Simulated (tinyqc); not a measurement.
# From ratio R back to oxide thickness d

Model: X-ray photoelectron analysis of a thin oxide on a semiconductor: attenuation lengths, thickness, angle series and band offsets. Computed by tinyqc, a small Python program. Command: `OMP_NUM_THREADS=1 python tinyqc.py 3110851 3110852 out.jsonl xps inv`. One thread of a shared host (Intel(R) Xeon(R) Processor @ 2.30GHz), about 0.01 s of CPU time with the checks.

The same element is seen in the oxide and in the substrate, at nearly the same kinetic energy; films are flat and uniform, and the work function is ignored.

Inputs (values chosen for the exercise, modelled on SiO2 on 4H-SiC):
```
quantity                                           value     unit
photon energy                                     1486.6       eV
binding energy of the core level                   100.5       eV
oxide density                                       2.21   g/cm^3
oxide formula mass                                 60.08    g/mol
valence electrons per oxide formula                   16        -
oxide gap                                           8.77       eV
substrate density                                   3.21   g/cm^3
substrate formula mass                              40.1    g/mol
valence electrons per substrate formula                8        -
substrate gap                                       3.26       eV
emission angle from the normal                        15  degrees
attenuation length over inelastic mean free path    0.89        -
carbon overlayer                                   0.057       nm
```

Method:
- TPP-2M: lambda = E/(E_p^2 [b ln(c E) - C/E + D/E^2]) in angstrom, E_p = 28.8 sqrt(N_v rho/M), b = -0.10 + 0.944/sqrt(E_p^2 + E_g^2) + 0.069 rho^0.1, c = 0.191/sqrt(rho), U = N_v rho/M, C = 1.97 - 0.91 U, D = 53.4 - 20.8 U, with E = photon energy less binding energy in eV.
- Attenuation length L = factor x lambda.
- R_0 = (rho_o/M_o) L_o/((rho_s/M_s) L_s); peak ratio R = I_ox/I_sub = R_0 [exp(d/(L_o cos theta)) - 1]; hence d = L_o cos theta ln(1 + R/R_0). A carbon layer weakens both peaks alike, by exp(-d_C/(L_o cos theta)) if its L is taken equal to L_o. This R_0 leaves out intrinsic losses from the substrate peak, so calibrated values can be larger.

Problem. A run gave the result below. Find the oxide thickness d, known to lie between 3.1 and 7.4 nm.

ratio R = 1.437291

Solution.

Each step takes the trial c = (a f_b - b f_a)/(f_b - f_a), f being the result less the target and a, b, c the logarithms of the listed values; c replaces end b, the old b replaces a if the sign of f changed, and otherwise f_a is halved.

Scan of the range:
```
oxide thickness d (nm)  ratio R
3.10                    0.93949
3.58                    1.18047
4.14                    1.50946
4.79                    1.96799
5.54                    2.62181
6.40                    3.57825
7.40                    5.05208
```

False position (Illinois rule, in the logarithm of the input) inside the bracket:
```
step    end a    end b    trial  ratio R
1     3.58000  4.14000  4.01009  1.42812
2     4.14000  4.01009  4.02454  1.43701
3     4.14000  4.02454  4.02543  1.43756
4     4.02454  4.02543  4.02500  1.43729
5     4.02543  4.02500  4.02500  1.43729
```

Ratio R rises at every point of a 13-point scan of the range (every second point is shown), so one value fits; it is bracketed by 3.58 and 4.14. Answer: oxide thickness d = 4.025 nm.
